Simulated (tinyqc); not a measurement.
From isolated dopants to a band: overlap of hydrogenic dopants: pairs, impurity band and the Mott density.

Ry* = Ry m/eps^2, aB = a0 eps/m. For 1s orbitals a distance rho = R/aB apart, in Ry*: overlap S = exp(-rho)(1 + rho + rho^2/3), J = (2/rho)(1 - (1 + rho) exp(-2 rho)) (attraction to the other ion), Kx = 2 (1 + rho) exp(-rho) (exchange of one electron). One electron on a pair has E = -1 - (J +/- Kx)/(1 +/- S), without the repulsion 2/rho of the ions. Hopping after orthogonalisation: t = (Kx - S J)/(1 - S^2), half the splitting. Dopants on a lattice with z neighbours, n = 1/R^3 (simple cubic), give a band of width B = 2 z t, as on any lattice of two interpenetrating sublattices. Valleys, central cells and disorder are left out.

Constants: Ry = 13.60569312 eV; a0 (Bohr radius) = 0.5291772105 angstrom.

Inputs chosen for the exercise (an isotropic mass and dielectric constant of the size used for donors in Ge; not measured data):
- m = 0.116 m0 (mass)
- eps = 16.2 (dielectric constant)
- z = 6 (neighbours in the dopant lattice)
- u = 0.945 Ry* (cost of a second electron on one dopant)

The distance R/aB is varied; density from the lattice formula.

Against distance:
```
R/aB  n (1/cm^3)  n^(1/3) aB       S  t (meV)  B (meV)    B/u
10.0    2.48e+15       0.100  0.0020   0.0036    0.043  0.008
7.0     7.22e+15       0.143  0.0222   0.0496    0.596  0.105
6.0     1.15e+16       0.167  0.0471   0.1145    1.375  0.242
5.0     1.98e+16       0.200  0.0966   0.2564    3.077  0.541
4.5     2.72e+16       0.222  0.1361   0.3784    4.541  0.799
4.0     3.87e+16       0.250  0.1893   0.5531    6.638  1.168
3.5     5.78e+16       0.286  0.2592   0.8012    9.614  1.692
3.0     9.18e+16       0.333  0.3485   1.1518   13.821  2.432
```

Give the missing row, R/aB = 8.0.

Computed row:
```
R/aB  n (1/cm^3)  n^(1/3) aB       S  t (meV)  B (meV)    B/u
8.0     4.84e+15       0.125  0.0102   0.0210    0.252  0.044
```

critical densities (1/cm^3): B = u 3.33e+16, B = (2/sqrt3) u 3.83e+16, n^(1/3) aB = 0.26 4.35e+16

From R = 10 to 5 aB the density rises eightfold and the band widens by a factor 72, since t falls about as R exp(-R/aB). B passes u at 3.3e+16/cm^3, n^(1/3) aB = 0.238; the screening rule gives a density 1.31 times that. An ordered lattice overstates the ease of conduction, as random spacing localises the tails, and below R = 4 aB (S above 0.19) nearest-neighbour hopping alone is no longer enough.

Program tinyqc; command `OMP_NUM_THREADS=1 python tinyqc.py 1452569 1452570 out.jsonl`; about 0.01 s on one thread of a shared Intel(R) Xeon(R) Processor @ 2.30GHz.
